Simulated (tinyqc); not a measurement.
Worked calculation: CIS on RHF in the 6-311g basis, for H2, spin multiplicity 1. Computed by tinyqc, a small Python program that keeps every step (integrals from PySCF). Settings: charge = 0, multiplicity = 1, basis = 6-311g, method = RHF, energy threshold = 1e-10, iteration cap = 74, orthogonalisation = symmetric, start = core, DIIS depth = 6. Command: `OMP_NUM_THREADS=1 python tinyqc.py 21415 21416 out.jsonl` (the two numbers bound the seeds that draw the settings). One thread of a shared host (Intel(R) Xeon(R) Processor @ 2.60GHz), about 0.05 s of CPU time with the checks. The early iterations of the SCF are left out here.

## One-electron integrals

Geometry (angstrom):
```
atom,x,y,z
H,0.00000,0.00000,0.00000
H,0.00000,0.00000,0.76000
```

Basis 6-311g: exponents (1/bohr^2) and contraction coefficients of normalised primitives:
```
element,l (shell),exponent,coefficient
H,s (1),33.86500,0.02549
H,s (1),5.09479,0.19037
H,s (1),1.15879,0.85216
H,s (2),0.32584,1.00000
H,s (3),0.10274,1.00000
```

Overlap, kinetic and nuclear-attraction integrals over the contracted functions; the nuclear repulsion is the sum of Za Zb / Rab.

nuclear repulsion = 0.6962858 hartree

overlap S, lower triangle:
```
,1H 1s,1H 2s,1H 3s,2H 1s,2H 2s,2H 3s
1H 1s,1.00000
1H 2s,0.70638,1.00000
1H 3s,0.37366,0.78896,1.00000
2H 1s,0.25262,0.41411,0.30726,1.00000
2H 2s,0.41411,0.71459,0.67156,0.70638,1.00000
2H 3s,0.30726,0.67156,0.89946,0.37366,0.78896,1.00000
```

kinetic energy T (hartree), lower triangle:
```
,1H 1s,1H 2s,1H 3s,2H 1s,2H 2s,2H 3s
1H 1s,2.30435
1H 2s,0.54912,0.48876
1H 3s,0.10635,0.18488,0.15411
2H 1s,0.04555,0.20669,0.07603,2.30435
2H 2s,0.20669,0.27102,0.14047,0.54912,0.48876
2H 3s,0.07603,0.14047,0.12883,0.10635,0.18488,0.15411
```

nuclear attraction V (hartree), lower triangle:
```
,1H 1s,1H 2s,1H 3s,2H 1s,2H 2s,2H 3s
1H 1s,-2.80638
1H 2s,-1.54661,-1.53681
1H 3s,-0.76976,-1.03128,-0.95906
2H 1s,-0.64956,-0.93710,-0.64491,-2.80638
2H 2s,-0.93710,-1.16962,-0.91092,-1.54661,-1.53681
2H 3s,-0.64491,-0.91092,-0.88865,-0.76976,-1.03128,-0.95906
```

core Hamiltonian H = T + V (hartree), lower triangle:
```
,1H 1s,1H 2s,1H 3s,2H 1s,2H 2s,2H 3s
1H 1s,-0.50203
1H 2s,-0.99749,-1.04805
1H 3s,-0.66342,-0.84640,-0.80495
2H 1s,-0.60401,-0.73041,-0.56888,-0.50203
2H 2s,-0.73041,-0.89860,-0.77045,-0.99749,-1.04805
2H 3s,-0.56888,-0.77045,-0.75982,-0.66342,-0.84640,-0.80495
```

## Two-electron integrals

Functions are numbered as in S; the eight-fold symmetry (ij|kl) = (ji|kl) = (kl|ij) leaves the list below.

Two-electron integrals (ij|kl) in chemists' order, unique and non-zero (hartree):
```
i,j,k,l,(ij|kl)
1,1,1,1,1.39303
2,1,1,1,0.82297
2,1,2,1,0.50970
2,2,1,1,0.82290
2,2,2,1,0.54303
2,2,2,2,0.64411
3,1,1,1,0.41126
3,1,2,1,0.25776
3,1,2,2,0.27987
3,1,3,1,0.13079
3,2,1,1,0.54368
3,2,2,1,0.36577
3,2,2,2,0.45267
3,2,3,1,0.18980
3,2,3,2,0.32514
3,3,1,1,0.49402
3,3,2,1,0.34012
3,3,2,2,0.44599
3,3,3,1,0.17804
3,3,3,2,0.33178
3,3,3,3,0.36168
4,1,1,1,0.26920
4,1,2,1,0.17066
4,1,2,2,0.18777
4,1,3,1,0.08684
4,1,3,2,0.12773
4,1,3,3,0.12014
4,1,4,1,0.07931
4,2,1,1,0.32416
4,2,2,1,0.21734
4,2,2,2,0.26362
4,2,3,1,0.11252
4,2,3,2,0.18638
4,2,3,3,0.18456
4,2,4,1,0.10953
4,2,4,2,0.17366
4,3,1,1,0.21413
4,3,2,1,0.14554
4,3,2,2,0.18202
4,3,3,1,0.07572
4,3,3,2,0.13067
4,3,3,3,0.13240
4,3,4,1,0.07399
4,3,4,2,0.12270
4,3,4,3,0.08834
4,4,1,1,0.68361
4,4,2,1,0.47118
4,4,2,2,0.59943
4,4,3,1,0.24609
4,4,3,2,0.43121
4,4,3,3,0.43594
4,4,4,1,0.26920
4,4,4,2,0.46675
4,4,4,3,0.33678
4,4,4,4,1.39303
5,1,1,1,0.46675
5,1,2,1,0.29115
5,1,2,2,0.31367
5,1,3,1,0.14753
5,1,3,2,0.21212
5,1,3,3,0.19822
5,1,4,1,0.10953
5,1,4,2,0.14386
5,1,4,3,0.09674
5,1,4,4,0.32416
5,1,5,1,0.17366
5,2,1,1,0.53827
5,2,2,1,0.35907
5,2,2,2,0.43574
5,2,3,1,0.18576
5,2,3,2,0.30965
5,2,3,3,0.31035
5,2,4,1,0.14594
5,2,4,2,0.22074
5,2,4,3,0.15578
5,2,4,4,0.53827
5,2,5,1,0.22074
5,2,5,2,0.32891
5,3,1,1,0.40236
5,3,2,1,0.27403
5,3,2,2,0.34913
5,3,3,1,0.14284
5,3,3,2,0.25489
5,3,3,3,0.26756
5,3,4,1,0.11359
5,3,4,2,0.18221
5,3,4,3,0.13202
5,3,4,4,0.45604
5,3,5,1,0.16995
5,3,5,2,0.27206
5,3,5,3,0.23557
5,4,1,1,0.47118
5,4,2,1,0.32283
5,4,2,2,0.40969
5,4,3,1,0.16840
5,4,3,2,0.29581
5,4,3,3,0.30192
5,4,4,1,0.17066
5,4,4,2,0.29115
5,4,4,3,0.21125
5,4,4,4,0.82297
5,4,5,1,0.21734
5,4,5,2,0.35907
5,4,5,3,0.30722
5,4,5,4,0.50970
5,5,1,1,0.59943
5,5,2,1,0.40969
5,5,2,2,0.52479
5,5,3,1,0.21379
5,5,3,2,0.38360
5,5,3,3,0.40238
5,5,4,1,0.18777
5,5,4,2,0.31367
5,5,4,3,0.22968
5,5,4,4,0.82290
5,5,5,1,0.26362
5,5,5,2,0.43574
5,5,5,3,0.38141
5,5,5,4,0.54303
5,5,5,5,0.64411
6,1,1,1,0.33678
6,1,2,1,0.21125
6,1,2,2,0.22968
6,1,3,1,0.10722
6,1,3,2,0.15585
6,1,3,3,0.14628
6,1,4,1,0.07399
6,1,4,2,0.09674
6,1,4,3,0.06518
6,1,4,4,0.21413
6,1,5,1,0.12270
6,1,5,2,0.15578
6,1,5,3,0.12008
6,1,5,4,0.14554
6,1,5,5,0.18202
6,1,6,1,0.08834
6,2,1,1,0.45604
6,2,2,1,0.30722
6,2,2,2,0.38141
6,2,3,1,0.15950
6,2,3,2,0.27443
6,2,3,3,0.28087
6,2,4,1,0.11359
6,2,4,2,0.16995
6,2,4,3,0.12008
6,2,4,4,0.40236
6,2,5,1,0.18221
6,2,5,2,0.27206
6,2,5,3,0.22650
6,2,5,4,0.27403
6,2,5,5,0.34913
6,2,6,1,0.13202
6,2,6,2,0.23557
6,3,1,1,0.43013
6,3,2,1,0.29660
6,3,2,2,0.39064
6,3,3,1,0.15536
6,3,3,2,0.29145
6,3,3,3,0.31966
6,3,4,1,0.11158
6,3,4,2,0.17728
6,3,4,3,0.12882
6,3,4,4,0.43013
6,3,5,1,0.17728
6,3,5,2,0.28666
6,3,5,3,0.25238
6,3,5,4,0.29660
6,3,5,5,0.39064
6,3,6,1,0.12882
6,3,6,2,0.25238
6,3,6,3,0.29261
6,4,1,1,0.24609
6,4,2,1,0.16840
6,4,2,2,0.21379
6,4,3,1,0.08783
6,4,3,2,0.15461
6,4,3,3,0.15841
6,4,4,1,0.08684
6,4,4,2,0.14753
6,4,4,3,0.10722
6,4,4,4,0.41126
6,4,5,1,0.11252
6,4,5,2,0.18576
6,4,5,3,0.15950
6,4,5,4,0.25776
6,4,5,5,0.27987
6,4,6,1,0.07572
6,4,6,2,0.14284
6,4,6,3,0.15536
6,4,6,4,0.13079
6,5,1,1,0.43121
6,5,2,1,0.29581
6,5,2,2,0.38360
6,5,3,1,0.15461
6,5,3,2,0.28297
6,5,3,3,0.30264
6,5,4,1,0.12773
6,5,4,2,0.21212
6,5,4,3,0.15585
6,5,4,4,0.54368
6,5,5,1,0.18638
6,5,5,2,0.30965
6,5,5,3,0.27443
6,5,5,4,0.36577
6,5,5,5,0.45267
6,5,6,1,0.13067
6,5,6,2,0.25489
6,5,6,3,0.29145
6,5,6,4,0.18980
6,5,6,5,0.32514
6,6,1,1,0.43594
6,6,2,1,0.30192
6,6,2,2,0.40238
6,6,3,1,0.15841
6,6,3,2,0.30264
6,6,3,3,0.33768
6,6,4,1,0.12014
6,6,4,2,0.19822
6,6,4,3,0.14628
6,6,4,4,0.49402
6,6,5,1,0.18456
6,6,5,2,0.31035
6,6,5,3,0.28087
6,6,5,4,0.34012
6,6,5,5,0.44599
6,6,6,1,0.13240
6,6,6,2,0.26756
6,6,6,3,0.31966
6,6,6,4,0.17804
6,6,6,5,0.33178
6,6,6,6,0.36168
```

## Orthogonalisation

S = U s U^T; symmetric (Loewdin) form X = U s^(-1/2) U^T, so that X^T S X = 1.

eigenvalues of S: 0.03305  0.13949  0.19591  0.84227  0.90438  3.88491

X, lower triangle:
```
,1H 1s,1H 2s,1H 3s,2H 1s,2H 2s,2H 3s
1H 1s,1.37547
1H 2s,-0.75078,2.38499
1H 3s,0.21727,-1.15116,2.78261
2H 1s,-0.01156,-0.00339,-0.03617,1.37547
2H 2s,-0.00339,-0.63661,0.39528,-0.75078,2.38499
2H 3s,-0.03617,0.39528,-1.62046,0.21727,-1.15116,2.78261
```

## Iteration 6 (converged): orbitals

converged F (hartree), lower triangle:
```
,1H 1s,1H 2s,1H 3s,2H 1s,2H 2s,2H 3s
1H 1s,0.58725
1H 2s,-0.44428,-0.36712
1H 3s,-0.46791,-0.38735,-0.25756
2H 1s,-0.51168,-0.51244,-0.44259,0.58725
2H 2s,-0.51244,-0.48561,-0.40696,-0.44428,-0.36712
2H 3s,-0.44259,-0.40696,-0.27558,-0.46791,-0.38735,-0.25756
```

Diagonalise F' = X^T F X, C = X C', fill 1 alpha and 1 beta electrons from the bottom; D = 2 C_occ C_occ^T. Each column has its largest component positive (the first on a tie).

F' = X^T F X (hartree), lower triangle:
```
,1,2,3,4,5,6
1,1.69422
2,-1.17028,0.95265
3,0.01249,-0.38053,0.19793
4,-0.32076,-0.17693,-0.14330,1.69422
5,-0.17693,-0.23652,-0.02795,-1.17028,0.95265
6,-0.14330,-0.02795,-0.12853,0.01249,-0.38053,0.19793
```

orbital energies (hartree): MO1 -0.58988, MO2 0.16573, MO3 0.30771, MO4 0.64254, MO5 2.44117, MO6 2.72235

coefficients C:
```
,MO1,MO2,MO3,MO4,MO5,MO6
1H 1s,0.18896,0.08248,-0.04888,-0.09012,-1.09216,-1.12179
1H 2s,0.29724,-0.02756,-0.72076,-1.69688,1.22092,1.77761
1H 3s,0.12968,2.19900,0.85106,2.16559,-0.48606,-1.18152
2H 1s,0.18896,-0.08248,-0.04888,0.09012,-1.09216,1.12179
2H 2s,0.29724,0.02756,-0.72076,1.69688,1.22092,-1.77761
2H 3s,0.12968,-2.19900,0.85106,-2.16559,-0.48606,1.18152
```

D after iteration 6, lower triangle:
```
,1H 1s,1H 2s,1H 3s,2H 1s,2H 2s,2H 3s
1H 1s,0.07141
1H 2s,0.11233,0.17671
1H 3s,0.04901,0.07709,0.03364
2H 1s,0.07141,0.11233,0.04901,0.07141
2H 2s,0.11233,0.17671,0.07709,0.11233,0.17671
2H 3s,0.04901,0.07709,0.03364,0.04901,0.07709,0.03364
```

## Convergence

Stop when the energy changes by less than 1e-10 hartree and every element of the error matrix X^T (F D S - S D F) X is below 3e-06.

Course of the cycle:
```
iteration,E (hartree),change,largest element of the error matrix
1,-1.0809816,-,1.29e-01
2,-1.1256086,-4.46e-02,2.00e-02
3,-1.1274748,-1.87e-03,2.54e-03
4,-1.1274950,-2.02e-05,6.28e-05
5,-1.1274951,-2.25e-08,2.94e-07
6,-1.1274951,-3.04e-13,1.45e-07
```

PySCF RHF in the same basis = -1.1274951 hartree

Converged in 6 iterations.

## Integrals over molecular orbitals

(pq|rs) = sum C_ip C_jq C_kr C_ls (ij|kl), one index at a time.

one-electron integrals over orbitals h = C^T H C (hartree), lower triangle:
```
,1,2,3,4,5,6
1,-1.23390
2,0.00000,-0.48300
3,0.13348,0.00000,-0.36583
4,0.00000,0.20769,0.00000,-0.25550
5,0.09613,0.00000,-0.17224,0.00000,1.25605
6,0.00000,0.02156,0.00000,-0.22815,0.00000,1.45339
```

Two-electron integrals over orbitals (pq|rs), unique and non-zero (hartree):
```
p,q,r,s,(pq|rs)
1,1,1,1,0.64401
2,1,2,1,0.04670
2,2,1,1,0.34772
2,2,2,2,0.29823
3,1,1,1,-0.13348
3,1,2,2,-0.02509
3,1,3,1,0.05468
3,2,2,1,0.02285
3,2,3,2,0.03952
3,3,1,1,0.36411
3,3,2,2,0.27377
3,3,3,1,-0.03570
3,3,3,3,0.28193
4,1,2,1,-0.06319
4,1,3,2,-0.00814
4,1,4,1,0.10517
4,2,1,1,-0.13544
4,2,2,2,-0.04466
4,2,3,1,0.03891
4,2,3,3,-0.04561
4,2,4,2,0.05350
4,3,2,1,0.03013
4,3,3,2,0.01769
4,3,4,1,-0.04110
4,3,4,3,0.02615
4,4,1,1,0.50160
4,4,2,2,0.32655
4,4,3,1,-0.08188
4,4,3,3,0.31424
4,4,4,2,-0.10263
4,4,4,4,0.43637
5,1,1,1,-0.09613
5,1,2,2,-0.00999
5,1,3,1,0.05141
5,1,3,3,-0.02369
5,1,4,2,0.02484
5,1,4,4,-0.05675
5,1,5,1,0.08943
5,2,2,1,0.00023
5,2,3,2,0.00244
5,2,4,1,0.00438
5,2,4,3,-0.00695
5,2,5,2,0.01054
5,3,1,1,0.11182
5,3,2,2,0.03072
5,3,3,1,-0.04009
5,3,3,3,0.03579
5,3,4,2,-0.03398
5,3,4,4,0.07339
5,3,5,1,-0.04590
5,3,5,3,0.03726
5,4,2,1,0.00313
5,4,3,2,-0.01965
5,4,4,1,-0.02389
5,4,4,3,0.00811
5,4,5,2,-0.01615
5,4,5,4,0.04015
5,5,1,1,0.63728
5,5,2,2,0.33885
5,5,3,1,-0.13611
5,5,3,3,0.36012
5,5,4,2,-0.13171
5,5,4,4,0.49359
5,5,5,1,-0.12891
5,5,5,3,0.12449
5,5,5,5,0.67326
6,1,2,1,-0.02871
6,1,3,2,0.01393
6,1,4,1,0.06678
6,1,4,3,-0.03027
6,1,5,2,0.02390
6,1,5,4,-0.05566
6,1,6,1,0.09645
6,2,1,1,-0.02514
6,2,2,2,0.01117
6,2,3,1,0.02054
6,2,3,3,-0.00048
6,2,4,2,0.00295
6,2,4,4,-0.00880
6,2,5,1,0.03420
6,2,5,3,-0.01420
6,2,5,5,-0.03900
6,2,6,2,0.02023
6,3,2,1,0.02894
6,3,3,2,1.96e-05
6,3,4,1,-0.05147
6,3,4,3,0.02025
6,3,5,2,-0.00725
6,3,5,4,0.02432
6,3,6,1,-0.04929
6,3,6,3,0.03290
6,4,1,1,0.14747
6,4,2,2,0.02429
6,4,3,1,-0.06149
6,4,3,3,0.04294
6,4,4,2,-0.04288
6,4,4,4,0.09210
6,4,5,1,-0.07852
6,4,5,3,0.05132
6,4,5,5,0.17181
6,4,6,2,-0.03386
6,4,6,4,0.08960
6,5,2,1,0.08009
6,5,3,2,0.00966
6,5,4,1,-0.13619
6,5,4,3,0.06118
6,5,5,2,-0.02512
6,5,5,4,0.06593
6,5,6,1,-0.13583
6,5,6,3,0.08680
6,5,6,5,0.24759
6,6,1,1,0.68271
6,6,2,2,0.35741
6,6,3,1,-0.15738
6,6,3,3,0.37116
6,6,4,2,-0.14973
6,6,4,4,0.53605
6,6,5,1,-0.17116
6,6,5,3,0.14668
6,6,5,5,0.73383
6,6,6,2,-0.05125
6,6,6,4,0.20817
6,6,6,6,0.82763
```

## CIS matrix, singlets

A(ia,jb) = (e_a - e_i) d_ij d_ab + 2 (ia|jb) - (ij|ab).

CIS matrix A, singlet (hartree), lower triangle:
```
,1>2,1>3,1>4,1>5,1>6
1>2,0.50131
1>3,0.00000,0.64285
1>4,0.00906,0.00000,0.94116
1>5,0.00000,-0.00901,0.00000,2.57264
1>6,-0.03229,0.00000,-0.01391,0.00000,2.82243
```

## CIS singlet states

dipole integrals <i|r|a> (bohr):
```
,x,y,z
1>2,0.00000,0.00000,-0.93428
1>3,0.00000,0.00000,0.00000
1>4,0.00000,0.00000,0.49281
1>5,0.00000,0.00000,0.00000
1>6,0.00000,0.00000,0.01060
```

Diagonalise A (1 hartree = 27.211386 eV); each vector has its largest component positive (the first on a tie). The transition dipole is mu = sqrt2 sum c_ia <i|r|a>.

singlet excitation energies (eV): 13.62414  17.49163  25.61227  70.00629  76.81723

lowest vectors:
```
,state 1,state 2,state 3,state 4,state 5
1>2,0.99970,0.00000,0.02003,0.00000,-0.01393
1>3,0.00000,0.99999,0.00000,-0.00467,0.00000
1>4,-0.02014,0.00000,0.99977,0.00000,-0.00746
1>5,0.00000,0.00467,0.00000,0.99999,0.00000
1>6,0.01378,0.00000,0.00773,0.00000,0.99988
```

oscillator strengths 2/3 w |mu|^2: 0.59462  0.00000  0.28204  0.00000  0.00150

## CIS matrix, triplets

A(ia,jb) = (e_a - e_i) d_ij d_ab - (ij|ab).

CIS matrix A, triplet (hartree), lower triangle:
```
,1>2,1>3,1>4,1>5,1>6
1>2,0.40790
1>3,0.00000,0.53348
1>4,0.13544,0.00000,0.73082
1>5,0.00000,-0.11182,0.00000,2.39378
1>6,0.02514,0.00000,-0.14747,0.00000,2.62953
```

## CIS triplet states

Diagonalise A (1 hartree = 27.211386 eV); each vector has its largest component positive (the first on a tie).

triplet excitation energies (eV): 9.69151  14.33447  20.98209  65.32027  71.86545

lowest vectors:
```
,state 1,state 2,state 3,state 4,state 5
1>2,0.93568,0.00000,0.35279,0.00000,0.00658
1>3,0.00000,0.99821,0.00000,-0.05979,0.00000
1>4,-0.35129,0.00000,0.93314,0.00000,-0.07650
1>5,0.00000,0.05979,0.00000,0.99821,0.00000
1>6,-0.03313,0.00000,0.06927,0.00000,0.99705
```
